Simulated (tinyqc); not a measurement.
## Strained Delta valleys, repopulation and conductivity mass: mobility against stress

A cubic crystal with three pairs of conduction valleys along x, y and z under uniaxial stress X along [110] (X > 0 is tension); current along [110]. Non-degenerate electrons, fixed total density, one relaxation time for all valleys and stresses, masses unchanged by strain, so the mobility goes as the mean inverse mass.

Stress s_ij = X a_i a_j with a the unit vector along [110]; strain e_ii = s11 s_ii + s12 (s_jj + s_kk), e_ij = s44 s_ij/2. Valley shift dE = Xu (n.e.n - trace(e)/3) with n the valley axis; share f proportional to exp(-dE/Vt). Inverse mass along the current d = [110]: (n.d)^2/ml + (1 - (n.d)^2)/mt; mu/mu0 = sum f (1/m) over the plain mean of 1/m. The linear estimate is 1 - pi X with pi the small-stress slope -d(mu/mu0)/dX.

Inputs (values chosen for the exercise); values close to those of silicon: temperature T = 273 K; compliance s11 = 7.91 1/TPa; compliance s12 = -2.17 1/TPa; compliance s44 = 12.8 1/TPa; shear deformation potential Xu = 8.9 eV; longitudinal mass ml = 0.93 m0; transverse mass mt = 0.183 m0.

Constants: q = 1.602176634e-19 C, kB = 1.380649e-23 J/K, Vt = kB T/q. Results are converted to the units shown.

Result of one run:
```
splitting (meV)	largest share	mu/mu0	linear estimate
112.14	0.49788	0.81950	0.41903
```

Which uniaxial stress (tension positive) X gave this result: -25, -100, -400, -1000 or -2500 MPa?

X = -2500 MPa.

The whole series:
```
X (MPa)	splitting (meV)	largest share	mu/mu0	linear estimate
-25	1.1214	0.33859	0.99424	0.99419
-50	2.2428	0.34375	0.98857	0.98838
-100	4.4856	0.35381	0.97754	0.97676
-200	8.9712	0.37272	0.95679	0.95352
-400	17.942	0.40545	0.92090	0.90704
-700	31.399	0.44184	0.88097	0.83733
-1000	44.856	0.46543	0.85511	0.76761
-1500	67.284	0.48608	0.83245	0.65142
-2500	112.14	0.49788	0.81950	0.41903
```

The ratio mu/mu0 falls from 0.994 to 0.820; pi = -23.2e-11 1/Pa. The linear estimate of the change is 1.008 times the computed change in the first row and 3.22 times it in the last: once the splitting is several Vt (Vt = 23.5 meV) the upper valleys are nearly empty and little is left to move. At X = -2500 MPa the stress passes 1.5 GPa, where intervalley scattering and masses change too.

Range of the model: Shear strain also changes the transverse masses of these valleys, which is left out.

tinyqc, about 0.01 s, one thread, Intel Xeon 2.30GHz (shared host): `OMP_NUM_THREADS=1 python tinyqc.py 2530063 2530064 out.jsonl`
